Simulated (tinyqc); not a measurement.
The internal displacement: deformation potentials from a strained empirical pseudopotential.

Diamond lattice, no spin-orbit coupling. Atomic form factor V(q) = a1 (q^2 - a2)/(a3 exp(a4 q^2) - 1) in rydberg with q in 1/bohr, for the unstrained cell. Under a strain e the reciprocal vectors and k go over into (1 + e)^(-1) G, the atoms sit at +/- tau with tau = (1 + e) a (1,1,1)/8 - zeta a (eyz, ezx, exy)/4, and H(G,G') = c |k + G|^2 delta + (V(q)/det(1 + e)) cos(q.tau), q = G - G', with the term q = 0 left out; c = hbar^2/2m0. The basis is fixed before straining: all G with |k + G|^2 up to 16 (2 pi/a)^2. k is given in units of 2 pi/a of the unstrained cell.

Constants: hbar^2/2m0 = 3.80998211 eV angstrom^2; Ry = 13.60569312 eV; a0 (Bohr radius) = 0.5291772105 angstrom.

Parameters, chosen for this exercise (out of a larger set: near those of Si; not measured data):
- a = 5.44 angstrom (lattice constant)
- A = (0.531, 2.185, 2.079, 0.492) (a1 (Ry bohr^2), a2 (1/bohr^2), a3, a4 (bohr^2))
- h = 0.005 (size of the test strain)

Xu of L (level 5, the lowest empty one) and d from exy = eyz = ezx = h for several zeta: Xu = [E(L [111]) - E(L [1-1-1])]/((8/3) h), d = (single valence level - pair)/(3 sqrt(3) h). zeta = 0 strains the bonds with the lattice; zeta = 1 keeps all four bond lengths equal to first order.

Results:

| zeta | Xu (L) (eV) | d (eV) |
|---|---|---|
| 0.00 | 11.36 | 0.24 |
| 0.25 | 11.70 | -1.99 |
| 0.50 | 12.07 | -4.22 |
| 0.60 | 12.22 | -5.11 |
| 0.75 | 12.45 | -6.44 |
| 1.00 | 12.86 | -8.66 |

What can be read from this table?

From zeta = 0 to 1, d goes from 0.24 to -8.66 eV and Xu (L) from 11.36 to 12.86 eV, both nearly linearly: the displacement is an optical-phonon mode, and d = d(0) - zeta d0/4 gives its deformation potential d0 = 36 eV. Leaving the relaxation out (zeta = 0 for 0.5) moves d by +4.46 eV, which reverses its sign, and Xu (L) by -0.71 eV. Tetragonal strain has no such freedom.

Computed by tinyqc, a small Python program: `OMP_NUM_THREADS=1 python tinyqc.py 1850078 1850079 out.jsonl` (the numbers bound the seed that draws the inputs); one thread of a shared host (Intel(R) Xeon(R) Processor @ 2.30GHz), about 0.2 s for the whole set of steps.
